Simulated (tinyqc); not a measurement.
Worked calculation: Born-Oppenheimer dynamics on the RHF/6-311g surface (energies and gradients from PySCF), for H2, spin multiplicity 1. Computed by tinyqc, a small Python program that keeps every step (integrals from PySCF). Settings: charge = 0, multiplicity = 1, basis = 6-311g, time step (fs) = 0.2, steps = 24. Command: `OMP_NUM_THREADS=1 python tinyqc.py 30497 30498 out.jsonl` (the two numbers bound the seeds that draw the settings). One thread of a shared host (Intel(R) Xeon(R) Processor @ 2.60GHz), about 0.9 s of CPU time with the checks.

positions (bohr):
```
,x,y,z
1H,0.000000,0.000000,0.000000
2H,0.000000,0.000000,1.438082
```

The total energy should stay constant up to terms of order dt^2; the step counts as short enough if it moves by less than 2 % of the largest kinetic energy.

Trajectory:
```
time (fs),1H-2H (angstrom),potential (hartree),kinetic (hartree),total (hartree)
0.000000,0.761000,-1.12745738,0.00007399,-1.12738339
0.200000,0.762229,-1.12740944,0.00002635,-1.12738309
0.400000,0.762631,-1.12739339,0.00001039,-1.12738299
0.600000,0.762195,-1.12741079,0.00002769,-1.12738310
0.800000,0.760933,-1.12745994,0.00007654,-1.12738340
1.000000,0.758875,-1.12753603,0.00015215,-1.12738388
1.200000,0.756073,-1.12763147,0.00024698,-1.12738450
1.400000,0.752597,-1.12773652,0.00035133,-1.12738520
1.600000,0.748537,-1.12784011,0.00045419,-1.12738593
1.800000,0.743999,-1.12793086,0.00054426,-1.12738660
2.000000,0.739107,-1.12799825,0.00061110,-1.12738716
2.200000,0.733997,-1.12803385,0.00064634,-1.12738751
2.400000,0.728816,-1.12803245,0.00064485,-1.12738760
2.600000,0.723720,-1.12799302,0.00060562,-1.12738740
2.800000,0.718864,-1.12791917,0.00053226,-1.12738691
3.000000,0.714403,-1.12781916,0.00043300,-1.12738616
3.200000,0.710484,-1.12770514,0.00031989,-1.12738525
3.400000,0.707238,-1.12759172,0.00020742,-1.12738430
3.600000,0.704777,-1.12749403,0.00011057,-1.12738346
3.800000,0.703188,-1.12742547,0.00004262,-1.12738285
4.000000,0.702526,-1.12739566,0.00001307,-1.12738259
4.200000,0.702816,-1.12740881,0.00002610,-1.12738271
4.400000,0.704047,-1.12746305,0.00007987,-1.12738319
4.600000,0.706175,-1.12755076,0.00016681,-1.12738395
4.800000,0.709125,-1.12765978,0.00027490,-1.12738488
```

Is the time step short enough?

Yes. The total energy moves within 5.0e-06 hartree, under 2 % of the largest kinetic energy.
